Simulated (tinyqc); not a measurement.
Five forms on the same table: equation-of-state fits to an energy-volume table made by a known binding curve. Computed by tinyqc, a small Python program. Command: `OMP_NUM_THREADS=1 python tinyqc.py 3011242 3011243 out.jsonl eosfit walk`. One thread of a shared host (Intel(R) Xeon(R) Processor @ 2.30GHz), about 0.03 s of CPU time with the checks.

With x = (V/V_0)^(1/3), the energy per atom is E = -D [1 + eta (x - 1)] exp(-eta (x - 1)), so that B0 = D eta^2/(9 V_0) and B' = 1 + 2 eta/3. B' = dB/dP at P = 0.

Inputs (values chosen for the exercise, for a model crystal):
```
quantity                                 value             unit
cohesive energy D                         5.18          eV/atom
true volume V_0                           14.2  angstrom^3/atom
stiffness eta                             6.68                -
half-width of the volume window w         0.02                -
shift of the window centre s             -0.02                -
points N                                     9                -
compression V/V_0 for the pressure test    0.8                -
noise amplitude                           0.17              meV
```

Binding curve: universal binding. Noise: added.

Constants: 1 eV/angstrom^3 = 160.2176634 GPa.

Method:
- B0 and B' from the formulas above; P = -dE/dV at V = c V_0 (c the compression chosen), from the curve itself.
- Table: V_j = V_0 [1 + s + w (2 j/(N - 1) - 1)], j = 0..N-1, rounded to 0.001; E_j from the curve plus the noise amplitude times the listed numbers xi_j (xi_0 first), rounded to 1e-7 eV.
- Murnaghan: E = E0 + (B0 V/B') [(V0/V)^B'/(B' - 1) + 1] - B0 V0/(B' - 1), P = (B0/B') [(V0/V)^B' - 1].
- Birch-Murnaghan: E = E0 + (9 V0 B0/16) [y^3 B' + y^2 (2 - 4 y)], y = (V0/V)^(2/3) - 1; P = (3 B0/2) (x^7 - x^5) [1 + (3/4)(B' - 4)(x^2 - 1)], x = (V0/V)^(1/3).
- Vinet: E = E0 + (9 B0 V0/h^2) {1 + [h (1 - x) - 1] exp(h (1 - x))}, P = 3 B0 (1 - x) x^-2 exp(h (1 - x)), x = (V/V0)^(1/3), h = (3/2)(B' - 1).
- All are least-squares fits to the energies; for polynomials in V, B0 = V E'' and B' = -1 - V E'''/E'' at the minimum.

numbers xi_j, drawn evenly from -1 to 1: -0.3170  0.8784  0.7044  -0.6102  -0.7014  0.9957  0.6941  0.9581  0.1208

exact B0 = 289.776 GPa

exact B' = 5.45333

exact pressure at c V_0 = 116.723 GPa

Table:
```
V (angstrom^3)      E (eV)
13.632          -5.1576289
13.703          -5.1628711
13.774          -5.1675426
13.845          -5.1716297
13.916          -5.1747550
13.987          -5.1768461
14.058          -5.1785698
14.129          -5.1795126
14.200          -5.1799795
```

Fitted values:
```
form             V0 (angstrom^3)  B0 (GPa)       B'  P at c V_0 (GPa)
exact                     14.200    289.78   5.4533            116.72
parabola in V             14.185    330.20  -1.0000                 -
cubic in V                14.204    274.08   9.1794                 -
Murnaghan                 14.202    281.41   6.8010            147.53
Birch-Murnaghan           14.202    279.39   7.3380            136.84
Vinet                     14.202    280.06   7.2058            136.37
```

In B0 the Murnaghan form comes closest (-2.89 %) and the parabola in V form misses most (+13.95 %). A parabola in V has no third derivative, so its B' is -1 by construction. At c V_0, beyond the window, the pressure errors are Murnaghan +26.4 %, Birch-Murnaghan +17.2 %, Vinet +16.8 %; Murnaghan keeps B linear in P and so runs too stiff under compression.

Extremes, crossings and ranges named in words are read from the listed rows.
